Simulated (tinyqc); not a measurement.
Geometry alone against geometry with stress: oxidation of curved silicon (wires and holes): cylindrical Deal-Grove kinetics with stress-retarded reaction. Computed by tinyqc, a small Python program. Command: `OMP_NUM_THREADS=1 python tinyqc.py 3009047 3009048 out.jsonl wireox walk`. One thread of a shared host (Intel(R) Xeon(R) Processor @ 2.30GHz), about 0.01 s of CPU time with the checks.

Silicon fills r < a and oxide a < r < b. One volume of silicon gives 2.25 volumes of oxide, and the length is fixed.

Inputs (values chosen for the exercise, close to those used for silicon in dry oxygen):
```
quantity                       value        unit
prefactor B0                     842      um^2/h
activation energy E_B           1.22          eV
prefactor (B/A)0            5.34e+06        um/h
activation energy E_A              2          eV
starting silicon radius a0        32          nm
starting oxide x_i                 3          nm
viscosity prefactor eta0     7.8e-09        Pa s
viscosity energy E_eta          5.48          eV
critical shear stress s_c         43         MPa
activation volume V_k             12  angstrom^3
temperature T                    950           C
time t                          0.69           h
```

Shape: wire (convex).

Constants: k_B = 8.617333262e-05 eV/K.

Method:
- B = B0 exp(-E_B/(k_B T)), B/A = (B/A)0 exp(-E_A/(k_B T)), eta = eta0 exp(E_eta/(k_B T)); 1 um = 1000 nm.
- Temperatures in kelvin are T(C) + 273.15.
- Geometry: b^2 = b0^2 + 1.25 (a0^2 - a^2), b0 = a0 + x_i.
- Rate of oxide made per interface area: q = 1/[1/k + 2 a |ln(b/a)|/B], and |da/dt| = q/2.25. Reaction k = (B/A) exp(-sigma V_k/(k_B T)). New oxide pushes the old with radial speed u = 1.25 |da/dt| at r = a; the shear stress at radius r is s_c asinh(z a^2/r^2), z = 2 eta u/(a s_c) (Eyring flow), and the compressive normal stress at the interface is sigma = |int_a^b 2 s/r dr| = s_c |F(z) - F(z a^2/b^2)|, F(y) = int_0^y asinh(w)/w dw. q and sigma are solved together. 1 MPa angstrom^3 = 6.241509e-6 eV.
- Integrate da/dt adaptively (tolerance 1e-8); a wire counts as consumed at a = 0.5 nm and a hole as closed at b = 0.5 nm. Planar reference: x^2 + A x = B t + x_i^2 + A x_i, A = B/(B/A).
- A dash marks a stress-free run that has consumed the wire or closed the hole.

B = 7916.13 nm^2/h

B/A = 30.6822 nm/h

low-stress viscosity eta = 2.96133e+14 Pa s

k_B T = 0.105403 eV

Oxide thickness (nm):
```
t (h)   planar  curved, no stress  curved, with stress  a (nm)  sigma (MPa)
0.0207   3.619              3.588                3.561  31.737        74.41
0.0690   5.053              4.930                4.826  31.136       100.29
0.1380   7.075              6.781                6.540  30.301       135.05
0.2760  11.032             10.282                9.694  28.709       198.52
0.4830  16.765             15.117               13.886  26.474       283.26
0.6900  22.281             19.556               17.586  24.386       360.00
1.0350  31.053             26.275               22.942  21.162       478.07
1.3800  39.369             32.337               27.529  18.199       590.65
```

What does the comparison show, and why?

At 1.38 h the thickness is 0.821 of the planar value from geometry alone and 0.699 with stress. On a wire the new oxide spreads over a larger circumference, which thins it, while the oxidant converges on a smaller interface. Stress takes 15 % off the stress-free value. Caution: elasticity of the oxide, stress-dependent diffusion and thin-oxide enhancement are left out.
